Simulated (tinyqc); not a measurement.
What each parameter does: heterojunction of two tight-binding chains.

Left chain: hopping -t1, sites at 2 t1 (band bottom 0). Right chain: hopping -t2, sites at dE + 2 t2 (bottom dE). t = c/(m a^2), c = hbar^2/2m0. The bond across the interface is -tc with tc = f sqrt(t1 t2), and the last left site has the extra energy U. In a chain E = bottom + 2t (1 - cos(ka)); the surface Green function of a half chain is g = -exp(ika)/t, with Im k > 0 where cos(ka) > 1.

Constants: hbar^2/2m0 = 3.80998211 eV angstrom^2.

Parameters, chosen for this exercise (masses and offset of the size met at InGaAs / InAlAs; the results hold for these values, not for the real material): a = 4 angstrom (site spacing); m1 = 0.037 m0 (mass on the left); m2 = 0.076 m0 (mass on the right); dE = 0.61 eV (band offset); f = 1 (factor on the interface hopping); U = 0 eV (extra energy on the last left site); E = 0.703 eV (electron energy).

T = 4 Im(S1) Im(S2) |G|^2 with G = 1/(E - 2 t1 - U - S1 - S2), S1 = -t1 exp(i k1 a), S2 = -(tc^2/t2) exp(i k2 a).

One parameter was then changed.

Results before and after:
```
case,T,k1 a,k2 a
base,0.8981,0.3320,0.1725
changed,0.8698,0.3641,0.1725
```

Which of these changes was made? (a) m2 = 0.0912 m0; (b) a = 3.2 angstrom; (c) U = 0.2 eV; (d) dE = 0.56 eV; (e) m1 = 0.0444 m0; (f) f = 0.9.

Answer: (e) m1 = 0.0444 m0. Of the candidates, run in turn, only this one gives the changed row.

All candidates:
```
case,T,k1 a,k2 a
base,0.8981,0.3320,0.1725
m1 = 0.0444 m0,0.8698,0.3641,0.1725
m2 = 0.0912 m0,0.9231,0.3320,0.1890
dE = 0.56 eV,0.9522,0.3320,0.2140
f = 0.9,0.7618,0.3320,0.1725
U = 0.2 eV,0.9036,0.3320,0.1725
a = 3.2 angstrom,0.8991,0.2652,0.1379
```

Program tinyqc; command `OMP_NUM_THREADS=1 python tinyqc.py 1481338 1481339 out.jsonl`; about 0.01 s on one thread of a shared Intel(R) Xeon(R) Processor @ 2.30GHz.
